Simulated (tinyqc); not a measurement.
From one set of inputs to another, one input at a time: order-disorder in a binary alloy on two sublattices: Bragg-Williams and pair (quasi-chemical) approximations. Computed by tinyqc, a small Python program. Command: `OMP_NUM_THREADS=1 python tinyqc.py 3020759 3020760 out.jsonl order ladder`. One thread of a shared host (Intel(R) Xeon(R) Processor @ 2.30GHz), about 0.01 s of CPU time with the checks.

All z = 4 neighbours of a site lie on the other sublattice. B fills the sublattices with x + eta/2 and x - eta/2; energies are per site, from the pure components: u = -z w y with y the probability of an A-B bond taken in one order.

The inputs printed are set A. Inputs not listed in the table keep their values of set A, so the rows need not describe a real material.

Inputs (values chosen for the exercise, for a model alloy): ordering energy w = (e_AA + e_BB)/2 - e_AB = 23.4 meV; fraction x of B = 0.42; temperature T = 335 K.

Lattice: square (z = 4). Method: Newton steps.

scattering factors f_A, f_B (electrons): 31  76

Constants: k_B = 8.617333262e-05 eV/K.

Method:
- Bragg-Williams: u = -z w [x (1 - x) + eta^2/4]; minimising f gives ln[a (1 - b)/(b (1 - a))] = 2 z w eta/(k_B T) =: ln Q, a = x + eta/2, b = x - eta/2. For given Q this is a quadratic for eta, (Q - 1) eta^2/4 - (Q + 1) eta/2 + (Q - 1) x (1 - x) = 0, smaller root: the map eta -> phi(eta).
- Newton steps on phi(eta) - eta, with the slope by central differences of 1e-6; start at 0.999 times 2x; stop when |phi - eta| < 1e-10.
- a = x + eta/2, b = x - eta/2; u = -z w [x (1 - x) + eta^2/4]; s/k_B = [s2(a) + s2(b)]/2, s2(c) = -c ln c - (1 - c) ln(1 - c); gain on ordering = f(eta) - f(0), f = u - T s. Superlattice over fundamental intensity = [eta (f_B - f_A)/2]^2/[(1 - x) f_A + x f_B]^2.

Each row keeps all changes above it:
```
input moved                                       from    to  order parameter eta  B fraction on the A sublattice  entropy s (k_B/site)
set A                                                -     -              0.78862                         0.02569               0.29966
ordering energy w = (e_AA + e_BB)/2 - e_AB (meV)  23.4  22.4              0.77371                         0.03315               0.31813
fraction x of B                                   0.42   0.5              0.87642                         0.06179               0.23187
temperature T (K)                                  335   415              0.71292                         0.14354               0.41134
```

Order parameter eta goes from 0.789 to 0.713, a factor 0.904 in all. The largest single move comes from temperature T (a factor 0.813), and fraction x of B works against it (a factor 1.13). B fraction on the A sublattice goes from 0.0257 to 0.144, a factor 5.59 in all. The largest single move comes from temperature T (a factor 2.32). Entropy s goes from 0.300 to 0.411, a factor 1.37 in all. The largest single move comes from temperature T (a factor 1.77), and fraction x of B works against it (a factor 0.729). The single moves hold for this order of the switches; the total does not depend on the order.

Caution (all rows): T is near or above the T_c of the better pair approximation, so the true long-range order is lower than Bragg-Williams gives.

Extremes, crossings and ranges named in words are read from the listed rows.
